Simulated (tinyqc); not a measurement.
How far the derived k.p bands hold: k.p values derived from sp3s* tight binding at Gamma.

sp3s* tight binding, nearest neighbours only: anion (a) at 0, cation (c) at a/4 (1,1,1), orbitals s, px, py, pz, s* on each; k in units of 2 pi/a. With phases e_j = exp(i (pi/2) k.n_j) for n = (1,1,1), (1,-1,-1), (-1,1,-1), (-1,-1,1): g0 = (e1+e2+e3+e4)/4, g1 = (e1+e2-e3-e4)/4, g2 = (e1-e2+e3-e4)/4, g3 = (e1-e2-e3+e4)/4. The diagonal holds the levels Esa, Epa, Exa (s*) and Esc, Epc, Exc. Anion-cation block: <sa|sc> = Vss g0; <sa|xc> = Vsapc g1; <xa|sc> = -Vscpa g1; <xa|xc> = Vxx g0; <xa|yc> = <ya|xc> = Vxy g3, <xa|zc> = <za|xc> = Vxy g2, <ya|zc> = <za|yc> = Vxy g1; <s*a|xc> = Vxapc g1; <xa|s*c> = -Vpaxc g1; y and z take g2 and g3 in place of g1; s-s* and s*-s* vanish.

Constants: hbar^2/2m0 = 3.80998211 eV angstrom^2.

Parameters, chosen for this exercise (near a published set for GaP, fitted to gaps, whose masses and valley positions are rough; not measured data):
```
symbol  value   unit      meaning
a       5.451   angstrom  lattice constant
Esa     -8.095  eV        s level of the anion
Epa     1.129   eV        p level of the anion
Esc     -2.191  eV        s level of the cation
Epc     4.126   eV        p level of the cation
Exa     8.52    eV        s* level of the anion
Exc     7.18    eV        s* level of the cation
Vss     -7.505  eV        s-s
Vxx     2.143   eV        px-px
Vxy     5.157   eV        px-py
Vsapc   4.297   eV        s anion, p cation
Vscpa   6.307   eV        s cation, p anion
Vxapc   4.664   eV        s* anion, p cation
Vpaxc   5.078   eV        p anion, s* cation
```

Couplings:
```
pair       P (eV angstrom)  E(first) - E(second) (eV)
S+ to P-          -7.82284                    2.90914
S+ to P+          -0.35808                   -2.32075
S- to P-           2.05553                  -13.22025
s*a to P-         -2.93662                    8.50745
s*c to P-          6.13713                    7.16745
```

mass = 0.26284 m0

L, M, N (eV angstrom^2): -25.3543  -7.8128  -28.5800

Along [100]: level 5 and level 2 of the full matrix against parabolas c k^2/m and L k^2, and against the two-level form that keeps S+ and the x state of P- exactly, [[EG + (c/m - P^2/EG) k^2, P k], [P k, (L + P^2/EG) k^2]]. Energies from Ev.

Levels (eV):
```
k (1/angstrom)  c: full  c: parabola  c: two-level  v: full  v: parabola  v: two-level
0.02             2.9149       2.9149        2.9149  -0.0101      -0.0101       -0.0101
0.04             2.9319       2.9323        2.9320  -0.0401      -0.0406       -0.0402
0.09             3.0162       3.0266        3.0185  -0.1952      -0.2054       -0.1973
0.12             3.0874       3.1179        3.0942  -0.3351      -0.3651       -0.3414
0.16             3.1942       3.2802        3.2131  -0.5643      -0.6491       -0.5819
0.20             3.3031       3.4890        3.3437  -0.8307      -1.0142       -0.8689
0.30             3.5306       4.2138        3.6757  -1.6001      -2.2819       -1.7438
```

Give the missing row, k (1/angstrom) = 0.06.

Computed row:
```
k (1/angstrom)  c: full  c: parabola  c: two-level  v: full  v: parabola  v: two-level
0.06             2.9592       2.9613        2.9596  -0.0891      -0.0913       -0.0896
```

The conduction parabola stays within 10 meV up to k = 0.06 and the two-level form up to 0.12; for the light valence band, 0.06 and 0.12 (1/angstrom, among these rows; a dash would mean not even the first). At 0.2 the errors are +186 and +41 meV for the conduction band. Keeping the strongest coupling exactly removes most of that error; the rest comes from higher bands and from the lattice.

Run: tinyqc, `OMP_NUM_THREADS=1 python tinyqc.py 1451330 1451331 out.jsonl`; Intel(R) Xeon(R) Processor @ 2.30GHz, one thread, shared host; about 0.01 s of CPU time with all checks.
